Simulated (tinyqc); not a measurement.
From breakdown voltage back to layer width W: avalanche multiplication and breakdown of a junction from ionisation integrals. Computed by tinyqc, a small Python program. Command: `OMP_NUM_THREADS=1 python tinyqc.py 3022588 3022589 out.jsonl impact inv`. One thread of a shared host (Intel(R) Xeon(R) Processor @ 2.30GHz), about 0.06 s of CPU time with the checks.

Ionisation coefficients follow the local field. Position x runs through the depletion layer from the p side (x = 0), where electrons enter, to the n side (x = w), where holes enter. The built-in voltage is neglected.

Inputs (values chosen for the exercise, modelled on GaN):
```
quantity,value,unit
electron prefactor a_n,4.42e+08,1/cm
electron field b_n,3.32e+07,V/cm
hole prefactor a_p,6.98e+06,1/cm
hole field b_p,1.49e+07,V/cm
exponent c,1,-
permittivity eps,9.7,-
```

Junction: p-i-n with uniform field.

Constants: e = 1.602176634e-19 C; eps_0 = 8.8541878128e-12 F/m.

Method:
- alpha_n = a_n exp(-(b_n/F)^c), alpha_p = a_p exp(-(b_p/F)^c).
- Uniform field F = F_m, w = W, V = F_m W.
- With Phi(x) = int_0^x (alpha_n - alpha_p) dx': 1 - 1/M_n = I_n = int_0^w alpha_n exp(-Phi) dx and M_p = M_n exp(-Phi(w)); trapezoid rule on 401 even points; breakdown at I_n = 1.
- Solve I_n(F_m) = 1.

Task: A run gave the result below. Find the layer width W, known to lie between 4.4 and 6 micrometre.

breakdown voltage = 1098.685 V

Result:

Each step takes the trial c = (a f_b - b f_a)/(f_b - f_a), f being the result less the target and a, b, c the logarithms of the listed values; c replaces end b, the old b replaces a if the sign of f changed, and otherwise f_a is halved.

Scan of the range:
```
layer width W (micrometre),breakdown voltage (V)
4.40,989.27
4.63,1034.78
4.88,1083.98
5.14,1134.86
5.41,1187.41
5.70,1243.55
6.00,1301.31
```

False position (Illinois rule, in the logarithm of the input) inside the bracket:
```
step,end a,end b,trial,breakdown voltage (V)
1,4.88000,5.14000,4.95376,1098.44
2,5.14000,4.95376,4.95498,1098.68
3,5.14000,4.95498,4.95502,1098.69
4,4.95498,4.95502,4.95500,1098.68
```

Breakdown voltage rises at every point of a 13-point scan of the range (every second point is shown), so one value fits; it is bracketed by 4.88 and 5.14. Answer: layer width W = 4.955 micrometre.
